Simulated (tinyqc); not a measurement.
## Mobility, diffusion coefficient and lifetime from two collectors

Question. For an injected sheet in a field F the peak time tp at distance L obeys u^2 tp^2 + 2 D tp = L^2 with u^2 = v^2 + 4 D/tau, and the pulse area goes as exp(L (v - u)/(2 D)); v = mu F. Find u, D, mu and tau without using the Einstein relation.

Inputs (values chosen for the exercise): sweep field along the drift F = 6.6 V/cm.

distances (um): [1100, 3000]
peak times (us): [3.18672203, 8.85127876]
ratio of the areas, far over near = 0.434893054

Solution. The two peak times give two linear equations for u^2 and D; the area ratio gives v - u, and u^2 - v^2 = 4 D/tau gives tau.

u = 3.354e4 cm/s
D = 106.4 cm^2/s
mu = 4940 cm^2/(V s)
tau = 6.900e-6 s

Program tinyqc, `OMP_NUM_THREADS=1 python tinyqc.py 2310018 2310019 out.jsonl`; Intel Xeon 2.30GHz, shared host, one thread, about 0.01 s.
